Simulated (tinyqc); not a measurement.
# From one set of inputs to another, one input at a time

Model: sheet resistance and Hall data of a diffused or implanted layer. Computed by tinyqc, a small Python program. Command: `OMP_NUM_THREADS=1 python tinyqc.py 3012757 3012758 out.jsonl layer ladder`. One thread of a shared host (Intel(R) Xeon(R) Processor @ 2.30GHz), about 0.09 s of CPU time with the checks.

Carriers are taken equal to the net active doping down to the junction (full ionisation, which deep dopants in wide-gap hosts do not reach; no spill-over, no depletion), and the Hall factor is 1.

The inputs printed are set A. Set A is modelled on silicon in GaN; the values taken over come from a set modelled on donors in GaAs. Inputs not listed in the table keep their values of set A, so the rows need not describe a real material.

Inputs (values chosen for the exercise, modelled on silicon in GaN):

| quantity | value | unit |
|---|---|---|
| mu_min | 57.7 | cm^2/(V s) |
| mu_max | 1000 | cm^2/(V s) |
| N_ref | 2.1e+17 | 1/cm^3 |
| exponent alpha | 1 | - |
| peak concentration N_0 | 2.2e+20 | 1/cm^3 |
| length scale l | 19 | nm |
| background doping N_B (opposite type) | 8.3e+14 | 1/cm^3 |
| solubility limit N_s | 9.1e+19 | 1/cm^3 |

Profile: complementary error function. Activation: limited by solubility.

Constants: e = 1.602176634e-19 C.

Method:
- N(x) = N_0 erfc(x/l), dose N_0 l/sqrt(pi), junction x_j = l erfc^-1(N_B/N_0).
- Mobility mu = mu_min + (mu_max - mu_min)/(1 + (N_t/N_ref)^alpha), N_t = active doping + N_B; carriers n = active doping - N_B, active doping min(N, N_s).
- Integrals from x_0 (0 unless stated) to x_j by the midpoint rule on 400 even intervals: 1/R_s = e int n mu dx; sheet density n_s = int n dx; Hall sheet density (int n mu dx)^2/int n mu^2 dx; Hall mobility int n mu^2 dx/int n mu dx.
- Mean conductivity 1/(R_s x_j); mean mobility 1/(e n_s R_s).

Each row keeps all changes above it:

| input moved | from | to | Hall mobility (cm^2/(V s)) | junction depth x_j (nm) | mean conductivity 1/(R_s x_j) (S/cm) |
|---|---|---|---|---|---|
| set A | - | - | 69 | 62.1 | 273.6 |
| peak concentration N_0 (1/cm^3) | 2.2e+20 | 1.9e+19 | 128 | 54.9 | 53.4 |
| solubility limit N_s (1/cm^3) | 9.1e+19 | 8.6e+18 | 142 | 54.9 | 44.9 |
| length scale l (nm) | 19 | 140 | 142 | 404.6 | 44.9 |
| mu_max (cm^2/(V s)) | 1000 | 9640 | 1369 | 404.6 | 219.7 |
| N_ref (1/cm^3) | 2.1e+17 | 6.4e+16 | 849 | 404.6 | 94.5 |
| background doping N_B (opposite type) (1/cm^3) | 8.3e+14 | 6e+15 | 715 | 356.6 | 104.7 |
| mu_min (cm^2/(V s)) | 57.7 | 493 | 785 | 356.6 | 322.2 |

Hall mobility goes from 69.1 to 785, a factor 11.4 in all. The largest single move comes from mu_max (a factor 9.65), and N_ref works against it (a factor 0.620). Junction depth x_j goes from 62.1 to 357, a factor 5.74 in all. The largest single move comes from length scale l (a factor 7.37). Mean conductivity 1/(R_s x_j) goes from 274 to 322, a factor 1.18 in all. The largest single move comes from peak concentration N_0 (a factor 0.195), but it runs against the net change; the largest move in the direction of the net change is mu_max (a factor 4.89). The single moves hold for this order of the switches; the total does not depend on the order.

Extremes, crossings and ranges named in words are read from the listed rows.
